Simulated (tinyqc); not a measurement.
From results back to parameters: donors with valley-orbit split 1s states. Four cases, with inputs chosen for the exercise.

Problem. The electron density is given and ND is hidden.

Each donor binds at most one electron, in any of its states. For a site s, W_s = sum over its states of g exp(E/kT), and the ionised share is 1/(1 + W_s exp(eta)), eta = (EF - Ec)/kT; n = Nc F_1/2(eta); neutrality n + NA = ND x (mean ionised share); holes are neglected. Nc from N = 2 (m kB T/(4 pi c))^(3/2) with c = hbar^2/2m0, in 1/angstrom^3; times 1e24 for 1/cm^3, m = md. F_j(eta) = (1/Gamma(j + 1)) integral_0^infinity x^j dx/(1 + exp(x - eta)), which tends to exp(eta) for eta << 0.

Constants: hbar^2/2m0 = 3.80998211 eV angstrom^2; kB = 8.617333262e-05 eV/K.

Case 1.

Values chosen (near those of As in Si; not measured data): md = 1.059 m0 (density-of-states mass of the conduction band); E = (54.3, 33.7, 31.2) meV (binding energies of 1s(A1), 1s(T2), 1s(E)); g = (2, 6, 4) (their degeneracies with spin); T = 200 K; NA = 0 1/cm^3 (compensating acceptors, all ionised).

n = 3.5121e+17 1/cm^3

Case 2.

Values chosen (near those of P in Si; not measured data): md = 1.046 m0 (density-of-states mass of the conduction band); E = (46.7, 34.9, 33.2) meV (binding energies of 1s(A1), 1s(T2), 1s(E)); g = (2, 6, 4) (their degeneracies with spin); T = 400 K; NA = 2.1e+17 1/cm^3 (compensating acceptors, all ionised).

n = 4.1296e+17 1/cm^3

Case 3.

Values chosen (near those of P in Si; not measured data): md = 1.084 m0 (density-of-states mass of the conduction band); E = (46.2, 34.8, 33.4) meV (binding energies of 1s(A1), 1s(T2), 1s(E)); g = (2, 6, 4) (their degeneracies with spin); T = 300 K; NA = 0 1/cm^3 (compensating acceptors, all ionised).

n = 2.2908e+15 1/cm^3

Case 4.

Values chosen (near those of Sb in Si; not measured data): md = 1.053 m0 (density-of-states mass of the conduction band); E = (42.5, 32.9, 29.7) meV (binding energies of 1s(A1), 1s(T2), 1s(E)); g = (2, 6, 4) (their degeneracies with spin); T = 300 K; NA = 0 1/cm^3 (compensating acceptors, all ionised).

n = 4.3642e+17 1/cm^3

Find: eta; mean ionised share; ND.

Solution. n/Nc gives eta, eta and W_s give the ionised share, and ND = (n + NA)/share.

Case 1.

eta = -3.738
mean ionised share = 0.270
ND = 1.3e+18 1/cm^3

Case 2.

eta = -4.602
mean ionised share = 0.742
ND = 8.4e+17 1/cm^3

Case 3.

eta = -9.422
mean ionised share = 0.996
ND = 2.3e+15 1/cm^3

Case 4.

eta = -4.124
mean ionised share = 0.582
ND = 7.5e+17 1/cm^3

Computed by tinyqc, one run a case: `OMP_NUM_THREADS=1 python tinyqc.py N N+1 out.jsonl` with N = 1650117, 1650134, 1650236, 1650252; one thread of a shared Intel(R) Xeon(R) Processor @ 2.30GHz, about 0.02 s a run at most.
